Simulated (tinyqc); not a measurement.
Inputs raised by 5 %, one at a time: two-dimensional dopant profile at a mask edge: lateral junction, overlap and effective channel length. Computed by tinyqc, a small Python program. Command: `OMP_NUM_THREADS=1 python tinyqc.py 3021131 3021132 out.jsonl lateral sens`. One thread of a shared host (Intel(R) Xeon(R) Processor @ 2.30GHz), about 0.01 s of CPU time with the checks.

Ions enter for y < 0; the mask (spacer, then gate) covers y > 0. x is the depth. The surface reflects dopant during the anneal.

Inputs (values chosen for the exercise, modelled on a source-drain extension in silicon):
```
quantity               value    unit
dose Q               1.4e+15  1/cm^2
projected range R_p      4.3      nm
vertical straggle          2      nm
lateral straggle         1.9      nm
anneal budget D t    5.5e-15    cm^2
channel doping C_B   2.2e+17  1/cm^3
gate length L_g           30      nm
offset spacer           0.72      nm
oxide thickness          3.1      nm
```

Constants: eps_0 = 8.8541878128e-12 F/m.

Method:
- Widths s_x^2 = (vertical straggle)^2 + 2 D t, s_y^2 = (lateral straggle)^2 + 2 D t. C(x, y) = V(x) (1/2) erfc(y/(sqrt2 s_y)), V(x) = Q/(sqrt(2 pi) s_x) [exp(-(x - R_p)^2/(2 s_x^2)) + exp(-(x + R_p)^2/(2 s_x^2))]; 1 nm = 1e-7 cm.
- The vertical junction far from the mask solves V(x) = C_B.
- The lateral junction at depth x solves C = C_B: y_j(x) = sqrt2 s_y erfc^-1(2 C_B/V(x)). Overlap under the gate = y_j(0) - spacer; metallurgical channel L_met = L_g - 2 overlap (tails from the two sides are not added).
- Abruptness at y_j(0) in nm per decade = ln(10) s_y sqrt(pi/2) exp(u^2) erfc(u), u = y_j/(sqrt2 s_y). Overlap capacitance per width = 3.9 eps_0 overlap/t_ox (zero if there is no overlap).

Runs; columns: (1) input moved; (2) from; (3) to; (4) lateral junction y_j(0) (nm); (5) metallurgical channel L_met (nm); (6) lateral abruptness (nm/decade); (7) ratio y_j(0)/x_j:
```
(1)                              (2)        (3)    (4)    (5)    (6)     (7)
base run                           -          -  7.504  16.43  1.346  0.5339
dose Q (1/cm^2)              1.4e+15   1.47e+15  7.532  16.38  1.342  0.5350
projected range R_p (nm)         4.3      4.515  7.394  16.65  1.364  0.5182
vertical straggle (nm)             2        2.1  7.560  16.32  1.338  0.5244
anneal budget D t (cm^2)     5.5e-15  5.775e-15  7.556  16.33  1.353  0.5357
channel doping C_B (1/cm^3)  2.2e+17   2.31e+17  7.475  16.49  1.351  0.5329
offset spacer (nm)              0.72      0.756  7.504  16.50  1.346  0.5339
gate length L_g (nm)              30       31.5  7.504  17.93  1.346  0.5339
```

Exponents ln(y'/y) / ln(x'/x):
```
input                lateral junction y_j(0)  metallurgical channel L_met  lateral abruptness  ratio y_j(0)/x_j
dose Q                                 0.078                       -0.071              -0.068             0.041
projected range R_p                   -0.301                        0.271               0.264            -0.612
vertical straggle                      0.153                       -0.140              -0.134            -0.371
anneal budget D t                      0.141                       -0.130               0.099             0.069
channel doping C_B                    -0.078                        0.071               0.069            -0.041
offset spacer                          0.000                        0.090               0.000             0.000
gate length L_g                        0.000                        1.790               0.000             0.000
```

Which inputs matter most for each result?

Among the inputs moved here: lateral junction y_j(0) answers most in size to projected range R_p (exponent -0.301), next to vertical straggle (+0.153); its exponent is below 0.0005 for offset spacer, gate length L_g. Metallurgical channel L_met answers most in size to gate length L_g (exponent +1.790), next to projected range R_p (+0.271). Lateral abruptness answers most in size to projected range R_p (exponent +0.264), next to vertical straggle (-0.134); its exponent is below 0.0005 for offset spacer, gate length L_g. Ratio y_j(0)/x_j answers most in size to projected range R_p (exponent -0.612), next to vertical straggle (-0.371); its exponent is below 0.0005 for offset spacer, gate length L_g.

Caution (all rows): the peak exceeds usual solubilities, so part of the dose is inactive and diffusion is concentration dependent. Caution (all rows): the profile peaks below the surface, where the junction reaches further under the gate than y_j(0); the overlap given is the one at the surface.

Extremes, crossings and ranges named in words are read from the listed rows.
